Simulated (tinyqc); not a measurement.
Comparisons within one model: Peierls distortion of a half-filled chain. A value that a table varies takes the place of the one given here.

Atoms move by +/- u, so bonds change by -/+ 2u and hoppings are t +/- 2 al u. Bands E = -/+ sqrt((2 t cos x)^2 + D^2 sin^2 x) with D = 4 al u, x = k a in (0, pi/2); the gap is 2D. Energy per atom at zero temperature: E(u) = -mean_x sqrt(...) + 2 K u^2; exactly, the mean is (4t/pi) E(1 - z^2), z = D/2t, E the complete elliptic integral of the second kind with parameter m. Coupling lambda = 2 al^2/(pi t K).

Constants: kB = 8.617333262e-05 eV/K.

Values chosen for the exercise: t = 2 eV (hopping of the even chain); al = 5.8 eV/angstrom (change of hopping with bond length); K = 39.8 eV/angstrom^2 (spring constant of a bond).

## Energy against distortion

Exact means; both parts are counted from u = 0.

Energies per atom:

| u (angstrom) | gap (eV) | electrons (meV) | springs (meV) | total (meV) |
|---|---|---|---|---|
| 0.0042 | 0.195 | -3.48 | 1.40 | -2.07 |
| 0.0106 | 0.492 | -17.71 | 8.94 | -8.77 |
| 0.0212 | 0.984 | -57.67 | 35.78 | -21.90 |
| 0.0318 | 1.476 | -112.73 | 80.49 | -32.24 |
| 0.0424 | 1.967 | -179.35 | 143.10 | -36.25 |
| 0.0530 | 2.459 | -255.25 | 223.60 | -31.65 |
| 0.0636 | 2.951 | -338.81 | 321.98 | -16.84 |
| 0.0742 | 3.443 | -428.84 | 438.25 | 9.41 |
| 0.0933 | 4.329 | -604.50 | 692.91 | 88.41 |

The ratio of electronic gain to elastic cost is 2.48 in the first row and 0.87 in the last: the gain goes as u^2 ln(1/u), so it wins at small u for any K. The total is lowest at u = 0.0424 angstrom and turns positive between 0.0636 and 0.0742.

## A coarse mesh hides or distorts the instability

u0 from the gap equation K = 4 al^2 mean(sin^2 x/|E|) on the mesh x_j = (j + 1/2) pi/(2N); 0 where it has no root.

Results:

| N | u0 (angstrom) | gap (eV) | smallest \|E\| at u = 0 (eV) |
|---|---|---|---|
| 1 | 0.0000 | 0.000 | 2.828 |
| 2 | 0.0103 | 0.476 | 1.531 |
| 3 | 0.0378 | 1.755 | 1.035 |
| 4 | 0.0412 | 1.911 | 0.780 |
| 6 | 0.0423 | 1.963 | 0.522 |
| 8 | 0.0424 | 1.968 | 0.392 |
| 12 | 0.0424 | 1.968 | 0.262 |
| 20 | 0.0424 | 1.969 | 0.157 |
| 40 | 0.0424 | 1.969 | 0.079 |
| 4000 | 0.0424 | 1.969 | 0.001 |

For N = 1 no distortion is found: the mesh leaves its own gap at u = 0, which cuts off the logarithm. u0 is within 1 % of the last row from N = 6 on; the mesh must resolve D = 0.984 eV, and the coherence length xi/a = 2t/D is 4.1.

## Closing of the gap with temperature

The gap equation gains the factor tanh(|E|/2kT); 4000 points; Tp is where its root reaches zero.

Results:

| T/Tp | T (K) | u (angstrom) | u/u0 |
|---|---|---|---|
| 0.20 | 1226 | 0.0424 | 1.000 |
| 0.40 | 2451 | 0.0419 | 0.987 |
| 0.60 | 3677 | 0.0388 | 0.914 |
| 0.70 | 4290 | 0.0355 | 0.838 |
| 0.80 | 4903 | 0.0306 | 0.721 |
| 0.90 | 5515 | 0.0227 | 0.536 |
| 0.95 | 5822 | 0.0164 | 0.388 |
| 0.99 | 6067 | 0.0075 | 0.177 |

Tp = 6128 K

D(0)/(kB Tp) = 1.864, against 1.764 at weak coupling. u/u0 is 0.914 at 0.6 Tp and 0.536 at 0.9 Tp, and near Tp it goes as sqrt(1 - T/Tp): 2.20 between the last two rows against sqrt(5) = 2.24. In a single chain fluctuations forbid this transition; coupling between chains sets the real one, far lower.

## What moves the distortion

Exact means. Each row changes one parameter from the base and keeps the others.

Results:

| case | lambda | u0 (angstrom) | gap (eV) | E(u0) - E(0) (meV) |
|---|---|---|---|---|
| base | 0.2690 | 0.0424 | 1.969 | -36.25 |
| t = 2.1 eV | 0.2562 | 0.0402 | 1.865 | -31.26 |
| al = 6.09 eV/angstrom | 0.2966 | 0.0491 | 2.392 | -52.52 |
| K = 41.79 eV/angstrom^2 | 0.2562 | 0.0383 | 1.777 | -29.77 |

The largest shifts from the base row, up to three for each result and ties (the steps differ in size, so this ranks the rows, not the parameters). lambda: al +0.0276, t -0.0128, K -0.0128. u0 (angstrom): al +0.0067, K -0.0041, t -0.0022. gap (eV): al +0.424, K -0.192, t -0.103. E(u0) - E(0) (meV): al -16.27, K +6.48, t +4.99.

Computed by tinyqc, a small Python program: `OMP_NUM_THREADS=1 python tinyqc.py 1681395 1681396 out.jsonl` (the numbers bound the seed that draws the inputs); one thread of a shared host (Intel(R) Xeon(R) Processor @ 2.30GHz), about 0.07 s for the whole set of steps.
